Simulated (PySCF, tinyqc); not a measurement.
Worked calculation: CIS and TDHF on RHF in the sto-6g basis, for BeH+, spin multiplicity 1. The lowest restricted solution is unstable here: a spin-polarised one lies 0.0001 hartree lower (PySCF). Computed by tinyqc, a small Python program that keeps every step (integrals from PySCF). Settings: charge = 1, multiplicity = 1, basis = sto-6g, method = RHF, energy threshold = 1e-10, iteration cap = 63, orthogonalisation = symmetric, start = core, DIIS depth = 6, TDHF = 1. Command: `OMP_NUM_THREADS=1 python tinyqc.py 29619 29620 out.jsonl` (the two numbers bound the seeds that draw the settings). One thread of a shared host (Intel(R) Xeon(R) Processor @ 2.60GHz), about 0.09 s of CPU time with the checks. The early iterations of the SCF are left out here.

## One-electron integrals

Geometry (angstrom):
```
atom         x         y         z
Be    0.000000  0.000000  0.000000
H     0.000000  0.000000  1.666000
```

Basis sto-6g: exponents (1/bohr^2) and contraction coefficients of normalised primitives:
```
element  l (shell)    exponent  coefficient
Be           s (1)  312.870494     0.009164
Be           s (1)   57.364463     0.049361
Be           s (1)   16.048509     0.168538
Be           s (1)    5.513096     0.370563
Be           s (1)    2.140897     0.416492
Be           s (1)    0.881739     0.130334
Be           s (2)   13.633247    -0.013253
Be           s (2)    2.698375    -0.046992
Be           s (2)    0.838653    -0.033785
Be           s (2)    0.322660     0.250242
Be           s (2)    0.140131     0.595117
Be           s (2)    0.064233     0.240706
Be           p (3)   13.633247     0.003760
Be           p (3)    2.698375     0.037679
Be           p (3)    0.838653     0.173897
Be           p (3)    0.322660     0.418036
Be           p (3)    0.140131     0.425860
Be           p (3)    0.064233     0.101708
H            s (1)   35.523221     0.009164
H            s (1)    6.513144     0.049361
H            s (1)    1.822143     0.168538
H            s (1)    0.625955     0.370563
H            s (1)    0.243077     0.416492
H            s (1)    0.100112     0.130334
```

Overlap, kinetic and nuclear-attraction integrals over the contracted functions; the nuclear repulsion is the sum of Za Zb / Rab.

nuclear repulsion = 1.27053352 hartree

overlap S, order 1Be 1s, 1Be 2s, 1Be 2px, 1Be 2py, 1Be 2pz, 2H 1s:
```
[[1.000000, 0.254764, 0.000000, 0.000000, 0.000000, 0.034801],
 [0.254764, 1.000000, 0.000000, 0.000000, 0.000000, 0.337473],
 [0.000000, 0.000000, 1.000000, 0.000000, 0.000000, 0.000000],
 [0.000000, 0.000000, 0.000000, 1.000000, 0.000000, 0.000000],
 [0.000000, 0.000000, 0.000000, 0.000000, 1.000000, 0.421063],
 [0.034801, 0.337473, 0.000000, 0.000000, 0.421063, 1.000000]]
```

kinetic energy T (hartree), order 1Be 1s, 1Be 2s, 1Be 2px, 1Be 2py, 1Be 2pz, 2H 1s:
```
[[6.768753, -0.207382, 0.000000, 0.000000, 0.000000, -0.010986],
 [-0.207382, 0.220121, 0.000000, 0.000000, 0.000000, 0.028734],
 [0.000000, 0.000000, 0.661265, 0.000000, 0.000000, 0.000000],
 [0.000000, 0.000000, 0.000000, 0.661265, 0.000000, 0.000000],
 [0.000000, 0.000000, 0.000000, 0.000000, 0.661265, 0.102348],
 [-0.010986, 0.028734, 0.000000, 0.000000, 0.102348, 0.768522]]
```

nuclear attraction V (hartree), order 1Be 1s, 1Be 2s, 1Be 2px, 1Be 2py, 1Be 2pz, 2H 1s:
```
[[-15.032425, -1.731655, 0.000000, 0.000000, -0.012264, -0.257494],
 [-1.731655, -2.609671, 0.000000, 0.000000, -0.112099, -0.817709],
 [0.000000, 0.000000, -2.582353, 0.000000, 0.000000, 0.000000],
 [0.000000, 0.000000, 0.000000, -2.582353, 0.000000, 0.000000],
 [-0.012264, -0.112099, 0.000000, 0.000000, -2.664012, -1.005781],
 [-0.257494, -0.817709, 0.000000, 0.000000, -1.005781, -2.507565]]
```

core Hamiltonian H = T + V (hartree), order 1Be 1s, 1Be 2s, 1Be 2px, 1Be 2py, 1Be 2pz, 2H 1s:
```
[[-8.263672, -1.939037, 0.000000, 0.000000, -0.012264, -0.268479],
 [-1.939037, -2.389550, 0.000000, 0.000000, -0.112099, -0.788974],
 [0.000000, 0.000000, -1.921088, 0.000000, 0.000000, 0.000000],
 [0.000000, 0.000000, 0.000000, -1.921088, 0.000000, 0.000000],
 [-0.012264, -0.112099, 0.000000, 0.000000, -2.002747, -0.903432],
 [-0.268479, -0.788974, 0.000000, 0.000000, -0.903432, -1.739043]]
```

## Two-electron integrals

Functions are numbered as in S; the eight-fold symmetry (ij|kl) = (ji|kl) = (kl|ij) leaves the list below.

Two-electron integrals (ij|kl) in chemists' order, unique and non-zero (hartree):
```
(11|11) 2.299996   (21|11) 0.361879   (21|21) 0.071926   (22|11) 0.570332
(22|21) 0.139654   (22|22) 0.417773   (31|31) 0.015252   (32|31) 0.022555
(32|32) 0.092340   (33|11) 0.570332   (33|21) 0.139654   (33|22) 0.417773
(33|33) 0.450117   (41|41) 0.015252   (42|41) 0.022555   (42|42) 0.092340
(43|43) 0.024258   (44|11) 0.570332   (44|21) 0.139654   (44|22) 0.417773
(44|33) 0.401601   (44|44) 0.450117   (51|51) 0.015252   (52|51) 0.022555
(52|52) 0.092340   (53|53) 0.024258   (54|54) 0.024258   (55|11) 0.570332
(55|21) 0.139654   (55|22) 0.417773   (55|33) 0.401601   (55|44) 0.401601
(55|55) 0.450117   (61|11) 0.050357   (61|21) 0.009742   (61|22) 0.018920
(61|33) 0.018764   (61|44) 0.018764   (61|51) 0.000969   (61|52) 0.001907
(61|55) 0.019233   (61|61) 0.001396   (62|11) 0.145617   (62|21) 0.036369
(62|22) 0.121528   (62|33) 0.116681   (62|44) 0.116681   (62|51) 0.005003
(62|52) 0.031557   (62|55) 0.131222   (62|61) 0.005489   (62|62) 0.056834
(63|31) 0.003165   (63|32) 0.015190   (63|53) 0.005191   (63|63) 0.004616
(64|41) 0.003165   (64|42) 0.015190   (64|54) 0.005191   (64|64) 0.004616
(65|11) 0.165344   (65|21) 0.041749   (65|22) 0.145364   (65|33) 0.136890
(65|44) 0.136890   (65|51) 0.007998   (65|52) 0.048954   (65|55) 0.162312
(65|61) 0.006561   (65|62) 0.076800   (65|65) 0.106248   (66|11) 0.316870
(66|21) 0.080590   (66|22) 0.301774   (66|33) 0.280853   (66|44) 0.280853
(66|51) 0.011898   (66|52) 0.099617   (66|55) 0.343617   (66|61) 0.012452
(66|62) 0.186441   (66|65) 0.265726   (66|66) 0.774999
```

## Orthogonalisation

S = U s U^T; symmetric (Loewdin) form X = U s^(-1/2) U^T, so that X^T S X = 1.

eigenvalues of S: [0.443817, 0.799884, 1.000000, 1.000000, 1.179131, 1.577168]

X, order 1Be 1s, 1Be 2s, 1Be 2px, 1Be 2py, 1Be 2pz, 2H 1s:
```
[[1.026474, -0.139630, 0.000000, 0.000000, -0.008213, 0.020976],
 [-0.139630, 1.083517, 0.000000, 0.000000, 0.070325, -0.214182],
 [0.000000, 0.000000, 1.000000, 0.000000, 0.000000, 0.000000],
 [0.000000, 0.000000, 0.000000, 1.000000, 0.000000, 0.000000],
 [-0.008213, 0.070325, 0.000000, 0.000000, 1.085342, -0.261034],
 [0.020976, -0.214182, 0.000000, 0.000000, -0.261034, 1.141027]]
```

## Iteration 8 (converged): orbitals

converged F (hartree), order 1Be 1s, 1Be 2s, 1Be 2px, 1Be 2py, 1Be 2pz, 2H 1s:
```
[[-5.070173, -1.361063, 0.000000, 0.000000, 0.016218, -0.186916],
 [-1.361063, -0.823351, 0.000000, 0.000000, -0.111239, -0.424140],
 [0.000000, 0.000000, -0.133673, 0.000000, 0.000000, 0.000000],
 [0.000000, 0.000000, 0.000000, -0.133673, 0.000000, 0.000000],
 [0.016218, -0.111239, 0.000000, 0.000000, -0.264867, -0.364457],
 [-0.186916, -0.424140, 0.000000, 0.000000, -0.364457, -0.449800]]
```

Diagonalise F' = X^T F X, C = X C', fill 2 alpha and 2 beta electrons from the bottom; D = 2 C_occ C_occ^T. Each column has its largest component positive (the first on a tie).

F' = X^T F X (hartree):
```
[[-4.974262, -0.665474, 0.000000, 0.000000, 0.015782, 0.005384],
 [-0.665474, -0.496194, 0.000000, 0.000000, -0.011652, -0.280006],
 [0.000000, 0.000000, -0.133673, 0.000000, 0.000000, 0.000000],
 [0.000000, 0.000000, 0.000000, -0.133673, 0.000000, 0.000000],
 [0.015782, -0.011652, 0.000000, 0.000000, -0.141485, -0.284963],
 [0.005384, -0.280006, 0.000000, 0.000000, -0.284963, -0.228583]]
```

orbital energies (hartree): [-5.071346, -0.675506, -0.256916, -0.133673, -0.133673, 0.163244]

coefficients C, order 1Be 1s, 1Be 2s, 1Be 2px, 1Be 2py, 1Be 2pz, 2H 1s:
```
[[0.995706, -0.184929, -0.190970, 0.000000, 0.000000, 0.107490],
 [0.016556, 0.618496, 0.745321, 0.000000, 0.000000, -0.553182],
 [0.000000, 0.000000, 0.000000, 0.982223, 0.187719, 0.000000],
 [0.000000, 0.000000, 0.000000, -0.187719, 0.982223, 0.000000],
 [-0.002451, 0.272341, -0.610402, 0.000000, 0.000000, -0.896857],
 [-0.001426, 0.500252, -0.316659, 0.000000, 0.000000, 1.032409]]
```

D after iteration 8, order 1Be 1s, 1Be 2s, 1Be 2px, 1Be 2py, 1Be 2pz, 2H 1s:
```
[[2.051257, -0.195785, 0.000000, 0.000000, -0.105608, -0.187862],
 [-0.195785, 0.765622, 0.000000, 0.000000, 0.336802, 0.618760],
 [0.000000, 0.000000, 0.000000, 0.000000, 0.000000, 0.000000],
 [0.000000, 0.000000, 0.000000, 0.000000, 0.000000, 0.000000],
 [-0.105608, 0.336802, 0.000000, 0.000000, 0.148351, 0.272485],
 [-0.187862, 0.618760, 0.000000, 0.000000, 0.272485, 0.500508]]
```

Within a degenerate level the vectors are fixed only up to a rotation; this is one choice.

## Convergence

Stop when the energy changes by less than 1e-10 hartree and every element of the error matrix X^T (F D S - S D F) X is below 3e-06.

Course of the cycle:
```
iteration   E (hartree)     change  largest element of the error matrix
1          -14.56356394          -                             3.18e-01
2          -14.78553149  -2.22e-01                             5.85e-02
3          -14.79046907  -4.94e-03                             1.11e-02
4          -14.79094901  -4.80e-04                             4.43e-03
5          -14.79102524  -7.62e-05                             9.95e-05
6          -14.79102527  -3.24e-08                             2.50e-05
7          -14.79102528  -2.39e-09                             1.84e-07
8          -14.79102528  -5.33e-14                             2.67e-08
```

PySCF RHF in the same basis = -14.79102528 hartree

Converged in 8 iterations.

## Integrals over molecular orbitals

(pq|rs) = sum C_ip C_jq C_kr C_ls (ij|kl), one index at a time.

one-electron integrals over orbitals h = C^T H C (hartree):
```
[[-8.256591, 0.169689, 0.202050, 0.000000, 0.000000, -0.076276],
 [0.169689, -2.058116, -0.045788, 0.000000, 0.000000, 0.224925],
 [0.202050, -0.045788, -1.907540, 0.000000, 0.000000, -0.067898],
 [0.000000, 0.000000, 0.000000, -1.921088, 0.000000, 0.000000],
 [0.000000, 0.000000, 0.000000, 0.000000, -1.921088, 0.000000],
 [-0.076276, 0.224925, -0.067898, 0.000000, 0.000000, -1.654869]]
```

Two-electron integrals over orbitals (pq|rs), unique and non-zero (hartree):
```
(11|11) 2.284503    (21|11) -0.169708   (21|21) 0.021659    (22|11) 0.461200
(22|21) 0.000020    (22|22) 0.481869    (31|11) -0.177377   (31|21) 0.018101
(31|22) -0.015256   (31|31) 0.028522    (32|11) 0.065565    (32|21) -0.005841
(32|22) -0.067242   (32|31) 0.001667    (32|32) 0.050579    (33|11) 0.543022
(33|21) -0.011804   (33|22) 0.321840    (33|31) 0.003026    (33|32) 0.034254
(33|33) 0.445424    (41|41) 0.015880    (42|41) 0.013620    (42|42) 0.043868
(43|41) 0.013860    (43|42) 0.033107    (43|43) 0.050151    (44|11) 0.570109
(44|21) -0.005638   (44|22) 0.353473    (44|31) -0.005789   (44|32) 0.032084
(44|33) 0.391025    (44|44) 0.450117    (51|51) 0.015880    (52|51) 0.013620
(52|52) 0.043868    (53|51) 0.013860    (53|52) 0.033107    (53|53) 0.050151
(54|54) 0.024258    (55|11) 0.570109    (55|21) -0.005638   (55|22) 0.353473
(55|31) -0.005789   (55|32) 0.032084    (55|33) 0.391025    (55|44) 0.401601
(55|55) 0.450117    (61|11) 0.096721    (61|21) -0.015808   (61|22) -0.009275
(61|31) -0.004086   (61|32) 0.007725    (61|33) 0.016283    (61|44) 0.002212
(61|55) 0.002212    (61|61) 0.017824    (62|11) -0.137140   (62|21) 0.001895
(62|22) 0.033547    (62|31) 0.008255    (62|32) -0.052521   (62|33) -0.020163
(62|44) -0.067028   (62|55) -0.067028   (62|61) 0.003570    (62|62) 0.122252
(63|11) 0.062215    (63|21) -0.002841   (63|22) -0.056570   (63|31) 0.005512
(63|32) 0.045211    (63|33) 0.055089    (63|44) 0.028519    (63|55) 0.028519
(63|61) 0.006830    (63|62) -0.056079   (63|63) 0.061410    (64|41) -0.008032
(64|42) -0.027438   (64|43) -0.010604   (64|64) 0.023923    (65|51) -0.008032
(65|52) -0.027438   (65|53) -0.010604   (65|65) 0.023923    (66|11) 0.492926
(66|21) -0.001212   (66|22) 0.486168    (66|31) -0.013905   (66|32) -0.069389
(66|33) 0.349268    (66|44) 0.357594    (66|55) 0.357594    (66|61) -0.007196
(66|62) 0.061598    (66|63) -0.059520   (66|66) 0.524259
```

## CIS matrix, singlets

A(ia,jb) = (e_a - e_i) d_ij d_ab + 2 (ia|jb) - (ij|ab).

CIS matrix A, singlet (hartree), order 1>3, 1>4, 1>5, 1>6, 2>3, 2>4, 2>5, 2>6:
```
[[4.328452, 0.000000, 0.000000, -0.070388, 0.015139, 0.000000, 0.000000, 0.019351],
 [0.000000, 4.399326, 0.000000, 0.000000, 0.000000, 0.032878, 0.000000, 0.000000],
 [0.000000, 0.000000, 4.399326, 0.000000, 0.000000, 0.000000, 0.032878, 0.000000],
 [-0.070388, 0.000000, 0.000000, 4.777312, 0.018290, 0.000000, 0.000000, 0.008352],
 [0.015139, 0.000000, 0.000000, 0.018290, 0.197907, 0.000000, 0.000000, -0.048472],
 [0.000000, 0.032878, 0.000000, 0.000000, 0.000000, 0.276096, 0.000000, 0.000000],
 [0.000000, 0.000000, 0.032878, 0.000000, 0.000000, 0.000000, 0.276096, 0.000000],
 [0.019351, 0.000000, 0.000000, 0.008352, -0.048472, 0.000000, 0.000000, 0.597085]]
```

## CIS singlet states

dipole integrals <i|r|a> (bohr), order 1>3, 1>4, 1>5, 1>6, 2>3, 2>4, 2>5, 2>6:
```
[[0.000000, 0.000000, -0.093906],
 [0.138929, -0.026552, 0.000000],
 [0.026552, 0.138929, 0.000000],
 [0.000000, 0.000000, -0.106284],
 [0.000000, 0.000000, -1.011223],
 [0.868807, -0.166043, 0.000000],
 [0.166043, 0.868807, 0.000000],
 [0.000000, 0.000000, 0.836054]]
```

Diagonalise A (1 hartree = 27.211386 eV); each vector has its largest component positive (the first on a tie). The transition dipole is mu = sqrt2 sum c_ia <i|r|a>.

singlet excitation energies (eV): [5.223225, 7.505828, 7.505828, 16.402905, 117.494913, 119.718881, 119.718881, 130.292252]

lowest vectors, order 1>3, 1>4, 1>5, 1>6, 2>3, 2>4, 2>5, 2>6:
```
[[-0.004263, 0.000000, 0.000000, -0.004702, 0.988484, 0.000000],
 [0.000000, -0.006504, 0.004612, 0.000000, 0.000000, 0.198603],
 [0.000000, -0.004612, -0.006504, 0.000000, 0.000000, 0.980048],
 [-0.004243, 0.000000, 0.000000, -0.001544, 0.151167, 0.000000],
 [0.992866, 0.000000, 0.000000, -0.119109, 0.004239, 0.000000],
 [0.000000, 0.815719, -0.578394, 0.000000, 0.000000, 0.001584],
 [0.000000, 0.578394, 0.815719, 0.000000, 0.000000, 0.007814],
 [0.119082, 0.000000, 0.000000, 0.992869, 0.005425, 0.000000]]
```

oscillator strengths 2/3 w |mu|^2: [0.208967, 0.286997, 0.286997, 0.727110, 0.067953, 0.129346]

Within a degenerate level the vectors are fixed only up to a rotation; this is one choice.

## TDHF (RPA) singlet states

B(ia,jb) = 2 (ia|jb) - (ib|ja); the squared energies are the eigenvalues of (A - B)(A + B); 1 hartree = 27.211386 eV.

TDHF matrix B, singlet (hartree), order 1>3, 1>4, 1>5, 1>6, 2>3, 2>4, 2>5, 2>6:
```
[[0.028522, 0.000000, 0.000000, -0.004086, 0.001667, 0.000000, 0.000000, 0.008785],
 [0.000000, 0.015880, 0.000000, 0.000000, 0.000000, 0.013620, 0.000000, 0.000000],
 [0.000000, 0.000000, 0.015880, 0.000000, 0.000000, 0.000000, 0.013620, 0.000000],
 [-0.004086, 0.000000, 0.000000, 0.017824, 0.007194, 0.000000, 0.000000, 0.003570],
 [0.001667, 0.000000, 0.000000, 0.007194, 0.050579, 0.000000, 0.000000, -0.052521],
 [0.000000, 0.013620, 0.000000, 0.000000, 0.000000, 0.043868, 0.000000, 0.000000],
 [0.000000, 0.000000, 0.013620, 0.000000, 0.000000, 0.000000, 0.043868, 0.000000],
 [0.008785, 0.000000, 0.000000, 0.003570, -0.052521, 0.000000, 0.000000, 0.122252]]
```

squared energies w^2 (hartree^2): [0.034311, 0.074157, 0.074157, 0.342868, 18.642962, 19.355752, 19.355752, 22.925893]

TDHF energies from the positive w^2 (eV): [5.040448, 7.410123, 7.410123, 15.933601, 117.491952, 119.716964, 119.716964, 130.290813]

## CIS matrix, triplets

A(ia,jb) = (e_a - e_i) d_ij d_ab - (ij|ab).

CIS matrix A, triplet (hartree), order 1>3, 1>4, 1>5, 1>6, 2>3, 2>4, 2>5, 2>6:
```
[[4.271408, 0.000000, 0.000000, -0.062215, 0.011804, 0.000000, 0.000000, 0.002841],
 [0.000000, 4.367565, 0.000000, 0.000000, 0.000000, 0.005638, 0.000000, 0.000000],
 [0.000000, 0.000000, 4.367565, 0.000000, 0.000000, 0.000000, 0.005638, 0.000000],
 [-0.062215, 0.000000, 0.000000, 4.741664, 0.002841, 0.000000, 0.000000, 0.001212],
 [0.011804, 0.000000, 0.000000, 0.002841, 0.096749, 0.000000, 0.000000, 0.056570],
 [0.000000, 0.005638, 0.000000, 0.000000, 0.000000, 0.188360, 0.000000, 0.000000],
 [0.000000, 0.000000, 0.005638, 0.000000, 0.000000, 0.000000, 0.188360, 0.000000],
 [0.002841, 0.000000, 0.000000, 0.001212, 0.056570, 0.000000, 0.000000, 0.352581]]
```

## CIS triplet states

Diagonalise A (1 hartree = 27.211386 eV); each vector has its largest component positive (the first on a tie).

triplet excitation energies (eV): [2.306654, 5.125326, 5.125326, 9.919202, 116.011750, 118.847696, 118.847696, 129.247447]

lowest vectors, order 1>3, 1>4, 1>5, 1>6, 2>3, 2>4, 2>5, 2>6:
```
[[-0.002627, 0.000000, 0.000000, -0.001343, 0.991644, 0.000000],
 [0.000000, -0.001314, 0.000307, 0.000000, 0.000000, -0.633055],
 [0.000000, -0.000307, -0.001314, 0.000000, 0.000000, 0.774106],
 [-0.000578, 0.000000, 0.000000, -0.000424, 0.128967, 0.000000],
 [0.978413, 0.000000, 0.000000, 0.206637, 0.002908, 0.000000],
 [0.000000, 0.973787, -0.227457, 0.000000, 0.000000, -0.000854],
 [0.000000, 0.227457, 0.973787, 0.000000, 0.000000, 0.001044],
 [-0.206640, 0.000000, 0.000000, 0.978417, 0.000802, 0.000000]]
```

Within a degenerate level the vectors are fixed only up to a rotation; this is one choice.

## TDHF (RPA) triplet states

B(ia,jb) = - (ib|ja); the squared energies are the eigenvalues of (A - B)(A + B); 1 hartree = 27.211386 eV.

TDHF matrix B, triplet (hartree), order 1>3, 1>4, 1>5, 1>6, 2>3, 2>4, 2>5, 2>6:
```
[[-0.028522, 0.000000, 0.000000, 0.004086, -0.001667, 0.000000, 0.000000, -0.007725],
 [0.000000, -0.015880, 0.000000, 0.000000, 0.000000, -0.013620, 0.000000, 0.000000],
 [0.000000, 0.000000, -0.015880, 0.000000, 0.000000, 0.000000, -0.013620, 0.000000],
 [0.004086, 0.000000, 0.000000, -0.017824, -0.008255, 0.000000, 0.000000, -0.003570],
 [-0.001667, 0.000000, 0.000000, -0.008255, -0.050579, 0.000000, 0.000000, 0.052521],
 [0.000000, -0.013620, 0.000000, 0.000000, 0.000000, -0.043868, 0.000000, 0.000000],
 [0.000000, 0.000000, -0.013620, 0.000000, 0.000000, 0.000000, -0.043868, 0.000000],
 [-0.007725, 0.000000, 0.000000, -0.003570, 0.052521, 0.000000, 0.000000, -0.122252]]
```

squared energies w^2 (hartree^2): [-0.000757, 0.033540, 0.033540, 0.117784, 18.175274, 19.075077, 19.075077, 22.559654]

TDHF energies from the positive w^2 (eV): [4.983467, 4.983467, 9.338846, 116.008858, 118.845793, 118.845793, 129.245932]

A + B or A - B has a negative eigenvalue: the restricted solution is unstable towards a spin-polarised one, a negative w^2 means an imaginary energy, and the lowest roots have no physical meaning.
